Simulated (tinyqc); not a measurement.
## Short-channel transistor, virtual-source model with series resistance: effect of the temperature on the on and off currents

The current per gate width is the charge at the top of the source barrier (the virtual source) times its velocity times a saturation function; al and be are fitting constants of the model. Units: I in uA/um, Rs in ohm um, so I Rs = 1e-6 I Rs in volts; Q in uC/cm^2, so I = 1e-4 Q vx0 Fsat with vx0 in cm/s.

Intrinsic voltages Vg' = Vgs - I Rs, Vd' = Vds - 2 I Rs. n = n0 + nd Vd', VT = VT0 - dl Vd', Ff = 1/(1 + exp((Vg' - VT + al Vt/2)/(al Vt))), Q = Cinv n Vt ln(1 + exp((Vg' - VT + al Vt Ff)/(n Vt))), Vdsat = (vx0 L/mu)(1 - Ff) + Vt Ff, Fsat = u/(1 + u^be)^(1/be) with u = Vd'/Vdsat, and I = Q vx0 Fsat per width. I is solved self-consistently. Ion is I at Vgs = Vds = 1.2 V, Ioff at Vgs = 0, Vds = 1.2 V, and Rlin = Vds/I at Vgs = 1.2 V, Vds = 0.05 V. mu, vx0, VT0, dl and n0 are held fixed.

Inputs (values chosen for the exercise): inversion capacitance Cinv = 1.19 uF/cm^2; velocity at the virtual source vx0 = 1.5e7 cm/s; apparent mobility mu = 890 cm^2/(V s); channel length L = 45 nm; threshold at zero drain voltage VT0 = 0.347 V; drain-induced barrier lowering dl = 0.054 V/V; subthreshold factor n0 = 1.55; growth of n with drain voltage nd = 0 1/V; threshold shift (in units of Vt) from weak to strong inversion al = 3.5; sharpness of saturation be = 2; series resistance of each contact Rs = 70 ohm um.

Constants: q = 1.602176634e-19 C, kB = 1.380649e-23 J/K, Vt = kB T/q. Results are converted to the units shown.

Effect of the temperature on the on and off currents:

| T (K) | Ion (uA/um) | Ioff (nA/um) | log10(Ion/Ioff) | Rlin (ohm um) |
|---|---|---|---|---|
| 200 | 1435.4 | 11.384 | 5.1007 | 191.65 |
| 230 | 1435.4 | 50.477 | 4.4539 | 191.65 |
| 260 | 1435.4 | 158.77 | 3.9562 | 191.65 |
| 290 | 1435.4 | 393.07 | 3.5625 | 191.65 |
| 320 | 1435.4 | 818.27 | 3.2441 | 191.65 |
| 350 | 1435.5 | 1496.9 | 2.9818 | 191.64 |
| 380 | 1435.5 | 2481.2 | 2.7624 | 191.64 |
| 410 | 1435.6 | 3808.6 | 2.5763 | 191.63 |

As T goes from 200 to 410 K, Ion stays near 1440 uA/um, Ioff rises from 11.4 to 3810 nA/um and Rlin stays near 192 ohm um. Ion changes by a factor of 1.00 and Ioff by 335. For T = 350 to 410 K the off current passes 1 uA/um, so the device is hardly off at Vgs = 0.

Computed by the program tinyqc: `OMP_NUM_THREADS=1 python tinyqc.py 2380133 2380134 out.jsonl`, one thread of a shared Intel Xeon 2.30GHz, about 0.01 s for the whole run.
